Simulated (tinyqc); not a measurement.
Ballistic conductance of a hard-wall strip of a two-dimensional electron gas by counting modes: one step of the calculation.

Subband edges E_n = C (n pi/W)^2/m, n = 1, 2, ...; C = hbar^2/(2 m0). Every mode transmits fully; spin gives the factor 2 in 2 q^2/h, valleys the factor gv.

Problem. Subband edges and their occupation. List the edges below Et; each adds its degeneracy times f = 1/(1 + exp((E_n - Ef)/Vt)) to the thermal mode count.

Inputs (values chosen for the exercise):
- T = 77 K (temperature)
- m = 0.065 m0 (mass)
- Ef = 0.043 eV (Fermi energy above the 2D band edge)
- W = 72 nm (width)
- Et = 0.0695 eV (highest subband edge listed)

Constants: q = 1.602176634e-19 C, kB = 1.380649e-23 J/K, hbar = 1.054571817e-34 J s, m0 = 9.1093837015e-31 kg, Vt = kB T/q, hbar^2/(2 m0) = 0.0380998212 eV nm^2. Results are converted to the units shown.

Wanted: edge; degeneracy; f.

Solution.

```
mode  edge (eV)  degeneracy       f
1       0.00112           1  0.9982
2       0.00446           1  0.9970
3       0.01004           1  0.9931
4       0.01786           1  0.9779
5       0.02790           1  0.9069
6       0.04017           1  0.6049
7       0.05468           1  0.1467
```

tinyqc, about 0.03 s, one thread, Intel Xeon 2.30GHz (shared host): `OMP_NUM_THREADS=1 python tinyqc.py 2740011 2740012 out.jsonl`
